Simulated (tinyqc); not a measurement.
# Gap and mass from two generation rates

Question. In the two-band model the band-to-band tunnelling rate in a uniform field is G = A F^2 exp(-B/F), with B = pi sqrt(m/C) Eg^1.5/4 (V/nm), A = 1e21 (2 q/h) m Eg/(16 pi C B) for G in cm^-3 s^-1 and F in V/nm, C = hbar^2/(2 m0). Find B, A, Eg and m.

Constants: q = 1.602176634e-19 C, hbar = 1.054571817e-34 J s, h = 6.62607015e-34 J s, m0 = 9.1093837015e-31 kg, hbar^2/(2 m0) = 0.0380998212 eV nm^2. Results are converted to the units shown.

G at F = 0.025 and 0.04 V/nm (cm^-3 s^-1): 3.6360232e23  5.6330959e26

Answer. The slope of ln(G/F^2) against 1/F is -B and the intercept gives A. The product A B fixes m Eg, and B = (pi/4) Eg sqrt(m Eg/C) then gives Eg.

B = 0.4270 V/nm
A = 1.524e34 cm^-3 s^-1 (V/nm)^-2
Eg = 0.6610 eV
m = 0.03900 m0

Numbers from tinyqc (`OMP_NUM_THREADS=1 python tinyqc.py 2620170 2620171 out.jsonl`; about 0.03 s on one thread of a shared Intel Xeon 2.30GHz).
